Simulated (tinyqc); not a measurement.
Inside a calculation. Method: RKS/LDA (VWN5) in the sto-3g basis, for H2, spin multiplicity 1. One step of it, computed by the program tinyqc.

Problem. Iteration 1: building the Kohn-Sham matrix. J_ij = sum D_kl (ij|kl); F = H + J + V_xc; E = tr D H + tr D J / 2 + E_xc + E_nn.

D at the start, order 1H 1s, 2H 1s:
```
[[2.208732, -2.208732],
 [-2.208732, 2.208732]]
```

core Hamiltonian H = T + V (hartree), order 1H 1s, 2H 1s:
```
[[-1.019598, -0.765503],
 [-0.765503, -1.019598]]
```

Two-electron integrals (ij|kl) in chemists' order, unique and non-zero (hartree):
```
(11|11) 0.774606   (21|11) 0.349824   (21|21) 0.195907   (22|11) 0.506239
(22|21) 0.349824   (22|22) 0.774606
```

nuclear repulsion = 0.57770438 hartree

V_xc (hartree), order 1H 1s, 2H 1s:
```
[[-0.414728, -0.192023],
 [-0.192023, -0.414728]]
```

E_xc = sum of w rho eps_xc = -0.75226915 hartree

Give: Coulomb J; Kohn-Sham matrix F; total energy of this density.

Solution.

Coulomb J (hartree), order 1H 1s, 2H 1s:
```
[[1.2837, 0.6799],
 [0.6799, 1.2837]]
```

Kohn-Sham matrix F (hartree), order 1H 1s, 2H 1s:
```
[[-0.1506, -0.2776],
 [-0.2776, -0.1506]]
```

total energy of this density = 0.036581 hartree
